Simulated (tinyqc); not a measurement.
Anneal temperature: kinetics of strain relaxation and threading dislocations in mismatched semiconductor layers. Computed by tinyqc, a small Python program. Command: `OMP_NUM_THREADS=1 python tinyqc.py 3022406 3022407 out.jsonl threading walk`. One thread of a shared host (Intel(R) Xeon(R) Processor @ 2.30GHz), about 0.01 s of CPU time with the checks.

60-degree dislocations on {111} planes of a (001) layer, isotropic elasticity. The Schmid factor is 1/sqrt(6), and a misfit segment relieves strain with b/2.

Inputs (values chosen for the exercise, modelled on Si(0.8)Ge(0.2) on Si): misfit f = 0.00869; shear modulus G = 66.4 GPa; Poisson ratio nu = 0.27; Burgers vector b = 3.88 angstrom; glide activation energy Q = 2.16 eV; velocity prefactor v0 = 38000 m/s per MPa; layer thickness h = 69 nm; anneal temperature T = 933 K; anneal time t = 320 s; initial thread density rho_0 = 50000 1/cm^2; multiplication constant delta = 9800 1/m.

Sources: fixed density of threads.

Constants: k_B = 8.617333262e-05 eV/K.

Method:
- Excess resolved stress tau = (1/sqrt 6) [2 G (1 + nu)/(1 - nu)] (e - e_eq), e_eq = b (1 - nu/4) [ln(h/b) + 1]/(4 pi (1 + nu) h), the Matthews-Blakeslee strain of an uncapped layer; glide velocity v = v0 tau exp(-Q/(k_B T)), tau in MPa.
- Threads run in two directions, so de/dt = -(b/4) rho v, with rho fixed. With x = e - e_eq, x0 = f - e_eq (fully strained at t = 0) and v = m S x (m the mobility, S x = tau): x = x0 exp(-t/t_r), t_r = 4/(b rho_0 m S).
- The half time is that at which x = x0/2.

half time = 1855.03 s

excess stress tau = 628.095 MPa

equilibrium strain e_eq = 0.00203080

After the time t:
```
T (K)  first velocity (micrometre/s)  relieved (%)  threads (1/cm^2)  half time (s)
844                       3.0186e+00         0.701             50000     3.1529e+04
879                       9.8485e+00         2.269             50000     9.6635e+03
922                       3.7235e+01         8.312             50000     2.5560e+03
956                       9.7918e+01        20.404             50000     9.7195e+02
998                       2.9517e+02        49.738             50000     3.2243e+02
1027                      5.9990e+02        75.294             50000     1.5864e+02
1067                      1.4978e+03        96.952             50000     6.3542e+01
1134                      6.0011e+03       100.000             50000     1.5859e+01
```

What does the comparison show, and why?

The half time follows exp(Q/(k_B T)), a decade for each 91 K near 998 K. Relief goes from 20 % at 956 K to 75.3 % at 1027 K: with a fixed density the onset is gradual, and more threads relax the layer sooner. Caution: rows with more than 50 % relieved leave out blocking by crossing misfit lines, which slows real layers.

Extremes, crossings and ranges named in words are read from the listed rows.
